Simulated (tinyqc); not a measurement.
Gas flow in a process chamber: flow regimes, conductance, effective pumping speed, pump-down, outgassing and purge: one step, computed by the program tinyqc. Command: `OMP_NUM_THREADS=1 python tinyqc.py 3120917 3120918 out.jsonl pump walk`. One thread of a shared host (Intel(R) Xeon(R) Processor @ 2.30GHz), about 0.06 s of CPU time with the checks.

Ideal gas, isothermal flow, a pump of constant speed at the end of a round pipe; process gas, volume gas and outgassing are given the same properties. 1 sccm = 101325 Pa x 1e-6 m^3/60 s x T/273.15 K.

Task: Purging a well-mixed chamber. With steady flow a contaminant decays as exp(-t/residence time); gas used = flow x time.

Inputs (values chosen for the exercise, modelled on water vapour near room temperature): temperature T = 350 K; process gas flow = 32 sccm.

residence time = 2.999129 s

Give: time to dilute 1e3 times; time to dilute 1e6 times; gas used for 1e6.

Result:

time to dilute 1e3 times = 20.72 s

time to dilute 1e6 times = 41.43 s

gas used for 1e6 = 22.10 standard cm^3
